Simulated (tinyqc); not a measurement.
## Bandgap voltage reference from two bipolar transistors: effect of the temperature coefficient of both resistors

Two transistors of area 1 and N carry the same current I. Is(T) = Is (T/T0)^eta exp[(Vg0 q/kB)(1/T0 - 1/T)], VBE1 = Vt ln(I/Is(T)) + I rb, VBE2 = Vt ln(I/(N Is(T))) + I rb/N. The amplifier forces I R1(T) = VBE1 - VBE2 + Vos, with R(T) = R (1 + tc (T - T0)) for both resistors, and the output is Vref = VBE1 + I R2(T). Base currents and the Early effect are neglected.

Vt = kB T/q; I = (Vt ln N + Vos)/(R1(T) - rb (1 - 1/N)). Box coefficient: span of Vref between 233 and 398 K over its average over T and over 165 K. The last column is the R2 that gives zero slope at T0.

Parameters, values chosen for the exercise; values of the order met in silicon bipolar transistors:
```
symbol,value,unit,meaning
T0,298,K,reference temperature
Vg0,1.145,V,band-gap voltage extrapolated to 0 K
eta,4,,temperature exponent of the saturation current
Is,5.2e-16,A,saturation current of the unit transistor at T0
N,10,,area ratio of the second transistor
R1,3.3,kohm,"resistor across which the difference of VBE falls, at T0"
Vos,-2.7,mV,offset of the amplifier
rb,0,ohm,series resistance of the unit transistor
R2,34.1,kohm,output resistor at T0
```

Constants: q = 1.602176634e-19 C, kB = 1.380649e-23 J/K. Results are converted to the units shown.

Effect of the temperature coefficient of both resistors:
```
tc (ppm/K)  I at T0 (uA)  Vref at T0 (V)  slope at T0 (uV/K)  box coefficient (ppm/K)  R2 for zero slope (kohm)
-2000              17.10           1.205               91.83                    74.60                     32.57
-1000              17.10           1.205               66.15                    48.36                     33.00
0                  17.10           1.205               40.47                    28.22                     33.43
1000               17.10           1.205               14.79                    16.99                     33.85
2000               17.10           1.205              -10.89                    31.13                     34.28
3000               17.10           1.205              -36.57                    47.53                     34.71
```

As tc goes from -2000 to 3000, Vref stays at 1.205 V and the box coefficient goes from 74.6 through a minimum of 17.0 (at tc = 1000 among the rows listed) to 47.5 ppm/K.

Numbers from tinyqc (`OMP_NUM_THREADS=1 python tinyqc.py 2062110 2062111 out.jsonl`; about 0.02 s on one thread of a shared Intel Xeon 2.30GHz).
